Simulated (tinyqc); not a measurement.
Substrate current against gate voltage: lateral field, substrate current, probability of reaching the oxide barrier and hot-carrier lifetime of a silicon transistor (pseudo-two-dimensional and lucky-electron models). Computed by tinyqc, a small Python program. Command: `OMP_NUM_THREADS=1 python tinyqc.py 3006359 3006360 out.jsonl hotcar walk`. One thread of a shared host (Intel(R) Xeon(R) Processor @ 2.30GHz), about 0.01 s of CPU time with the checks.

Local-field models: a lucky carrier gains its energy at the peak field over a path free of collisions. Voltages are magnitudes.

Inputs (values chosen for the exercise, modelled on a silicon p-channel):
```
quantity                                value                      unit
channel length L                         1100                        nm
oxide thickness t                          21                        nm
junction depth x_j                        290                        nm
mobility mu                               130                cm^2/(V s)
saturation velocity v_s                  0.68                  1e7 cm/s
threshold voltage V_T                    0.54                         V
drain voltage V_D                          14                         V
ionisation prefactor A_i              9.1e+06                      1/cm
ionisation field B_i                     3.85                     MV/cm
hot-carrier mean free path lambda         4.8                        nm
oxide barrier phi_b                       4.6                        eV
interface-trap threshold phi_it           4.5                        eV
lifetime constant H                        50  s microampere/micrometre
length of the depleted extension L_n       75                        nm
```

Drain: lightly doped extension.

Constants: eps_0 = 8.8541878128e-12 F/m.

Method:
- C_ox = 3.9 eps_0/t; F_sat = 2 v_s/mu; V_Dsat = V_ov F_sat L/(V_ov + F_sat L), V_ov = V_G - V_T; I_D/W = C_ox v_s (V_ov - V_Dsat).
- Scale length l = 0.22 t^(1/3) x_j^(1/2) (all in cm); F_m = sqrt(((V_D - V_Dsat)/l_e)^2 + F_sat^2), with l_e = l + L_n; length of the velocity-saturated region l_e ln((V_D - V_Dsat)/(l_e F_sat) + F_m/F_sat).
- Substrate current I_sub/I_D = (A_i/B_i)(V_D - V_Dsat) exp(-B_i/F_m); probability of reaching the oxide barrier exp(-phi_b/(e lambda F_m)); lifetime tau = (H/(I_D/W)) exp(phi_it/(e lambda F_m)).

At the given drain voltage:
```
V_G (V)  V_Dsat (V)  I_D/W (microampere/micrometre)  F_m (kV/cm)  I_sub/W (microampere/micrometre)     tau (s)
1.3          0.7129                            5.26       595.33                            0.2569  6.5560e+07
2.0          1.2956                           18.38       570.05                            0.6438  3.7757e+07
3.2          2.1606                           55.84       532.59                            1.1336  3.9511e+07
4.7          3.0555                          123.51       493.95                            1.3166  7.0801e+07
6.5          3.9264                          227.38       456.48                            1.1766  1.8266e+08
8.7          4.7745                          378.56       420.15                            0.8652  6.4765e+08
11.0         5.4794                          556.91       390.12                            0.5806  2.4538e+09
13.0         5.9825                          724.29       368.79                            0.4015  7.5731e+09
15.0         6.4080                          900.34       350.83                            0.2770  2.2383e+10
```

What follows from these numbers?

I_sub peaks at V_G = 4.7 V, 0.34 V_D: a higher gate voltage brings more carriers but raises V_Dsat and so lowers F_m. The shortest lifetime among the rows lies at V_G = 2 V, below that of the largest I_sub, since tau depends more steeply on the field.

Extremes, crossings and ranges named in words are read from the listed rows.
